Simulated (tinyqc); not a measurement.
Inside a calculation. Method: empirical pseudopotential in a few plane waves. Computed by tinyqc, a small Python program that keeps every step. Settings: plane-wave index or count = 15. Command: `OMP_NUM_THREADS=1 python tinyqc.py 27992 27993 out.jsonl` (the two numbers bound the seeds that draw the settings). One thread of a shared host (Intel(R) Xeon(R) Processor @ 2.60GHz), about 0.2 s of CPU time with the checks.

## Bloch Hamiltonian at k

Parameters chosen for this model: fcc lattice, atoms at +/- a/8 (1,1,1); form factors in rydberg at |G|^2 in units of (2 pi/a)^2:
```
parameter                 value      unit
a                      6.500000  angstrom
VS(3)                 -0.208000        Ry
VS(8)                  0.029000        Ry
VS(11)                 0.073000        Ry
VA(3)                  0.094000        Ry
VA(4)                  0.025000        Ry
VA(11)                 0.015000        Ry
hbar^2/2m (2 pi/a)^2   3.560049        eV
```

k point k (2 pi / a): -0.100000  0.530000  -0.410000

Basis: the 15 shortest G (labels in 2 pi/a), the same at every k. H(G,G') = c |k + G|^2 delta + VS(|G-G'|^2) cos((G-G').tau) + i VA sin((G-G').tau), tau = a/8 (1,1,1); 1 Ry = 13.605693 eV.

H(k) at k (eV), lower triangle (Hermitian):
```
                     +0+0+0               -1-1-1               -1-1+1               -1+1-1
+0+0+0             1.634062
-1-1-1   2.001101-0.904344i            12.171807
-1-1+1  -2.001101-0.904344i   0.000000+0.340142i             6.333327
-1+1-1  -2.001101-0.904344i   0.000000+0.340142i             0.394565            19.719110
-1+1+1  -2.001101+0.904344i            -0.394565   0.000000+0.340142i   0.000000+0.340142i
+1-1-1  -2.001101-0.904344i   0.000000+0.340142i             0.394565             0.394565
+1-1+1  -2.001101+0.904344i            -0.394565   0.000000+0.340142i             0.000000
+1+1-1  -2.001101+0.904344i            -0.394565             0.000000   0.000000+0.340142i
+1+1+1   2.001101+0.904344i             0.000000            -0.394565            -0.394565
-2+0+0   0.000000-0.340142i  -2.001101+0.904344i  -2.001101-0.904344i  -2.001101-0.904344i
+0-2+0   0.000000-0.340142i  -2.001101+0.904344i  -2.001101-0.904344i   0.702309-0.144310i
+0+0-2   0.000000-0.340142i  -2.001101+0.904344i   0.702309-0.144310i  -2.001101-0.904344i
+0+0+2   0.000000+0.340142i  -0.702309-0.144310i   2.001101+0.904344i  -0.702309+0.144310i
+0+2+0   0.000000+0.340142i  -0.702309-0.144310i  -0.702309+0.144310i   2.001101+0.904344i
+2+0+0   0.000000+0.340142i  -0.702309-0.144310i  -0.702309+0.144310i  -0.702309+0.144310i

                     -1+1+1               +1-1-1               +1-1+1               +1+1-1
-1+1+1            13.880630
+1-1-1             0.000000            10.747787
+1-1+1             0.394565   0.000000+0.340142i             4.909307
+1+1-1             0.394565   0.000000+0.340142i             0.394565            18.295091
+1+1+1   0.000000+0.340142i            -0.394565   0.000000+0.340142i   0.000000+0.340142i
-2+0+0   2.001101-0.904344i   0.702309-0.144310i  -0.702309-0.144310i  -0.702309-0.144310i
+0-2+0  -0.702309-0.144310i  -2.001101-0.904344i   2.001101-0.904344i  -0.702309-0.144310i
+0+0-2  -0.702309-0.144310i  -2.001101-0.904344i  -0.702309-0.144310i   2.001101-0.904344i
+0+0+2  -2.001101+0.904344i  -0.702309+0.144310i  -2.001101+0.904344i   0.702309+0.144310i
+0+2+0  -2.001101+0.904344i  -0.702309+0.144310i   0.702309+0.144310i  -2.001101+0.904344i
+2+0+0   0.702309+0.144310i   2.001101+0.904344i  -2.001101+0.904344i  -2.001101+0.904344i

                     +1+1+1     -2+0+0     +0-2+0     +0+0-2
+1+1+1            12.456611
-2+0+0  -0.702309+0.144310i  17.298277
+0-2+0  -0.702309+0.144310i   0.394565   8.326954
+0+0-2  -0.702309+0.144310i   0.394565   0.394565  21.712737
+0+0+2  -2.001101-0.904344i  -0.394565  -0.394565   0.000000
+0+2+0  -2.001101-0.904344i  -0.394565   0.000000  -0.394565
+2+0+0  -2.001101-0.904344i   0.000000  -0.394565  -0.394565

           +0+0+2     +0+2+0     +2+0+0
+0+0+2  10.035777
+0+2+0   0.394565  23.421561
+2+0+0   0.394565   0.394565  14.450238
```

## Levels at k

Diagonalise the Hermitian matrix.

eigenvalues (eV): -2.295357  3.205989  4.971078  5.665719  10.198246  10.938607  12.060612  12.534238  13.811014  16.296953  17.074578  19.061098  21.569049  23.591659  26.709794

## Bands along a path

The same steps at evenly spaced points between the labelled ones.

Bands along the path (eV), lowest eight:
```
k            band 1    band 2    band 3    band 4    band 5     band 6     band 7     band 8
L         -1.986942  2.514680  5.860449  5.860449  8.989679  11.405503  11.405503  14.923967
L-G 0.33  -2.543873  3.350597  5.830541  5.830541  9.130364  11.219728  11.219728  13.596783
L-G 0.67  -3.071873  4.972179  6.032036  6.032036  9.616936  10.840724  10.840724  11.142311
G         -3.271170  6.176688  6.176688  6.176688  9.306235  10.472473  10.472473  10.472473
G-X 0.33  -3.004530  4.928062  5.802206  5.802206  9.744524  10.591535  11.396235  11.396235
G-X 0.67  -2.287985  3.214192  5.322327  5.322327  8.994919  10.386138  13.508713  13.508713
X         -1.546166  2.284697  5.312514  5.312514  8.786735  10.016587  16.244707  16.244707
```

With 4 band(s) filled, the highest filled level on these points lies at G and the lowest empty one at X: a gap of 2.6100 eV, indirect. This holds for the small fixed basis; with all plane waves up to |k + G|^2 = 21 (2 pi/a)^2 the gap along the path is 2.75 eV.

## Convergence with the number of plane waves

Levels at G counted from the fourth one.

Levels (eV):
```
plane waves     level 1   level 5   level 8
9            -12.730202  0.680285  2.436120
15            -9.447858  3.129547  4.295786
27            -8.556000  3.464542  4.376896
51            -8.480000  3.460722  4.588033
59            -8.537792  3.483243  4.329487
65            -8.555899  3.483547  4.276825
89            -8.522370  3.475108  4.308648
```
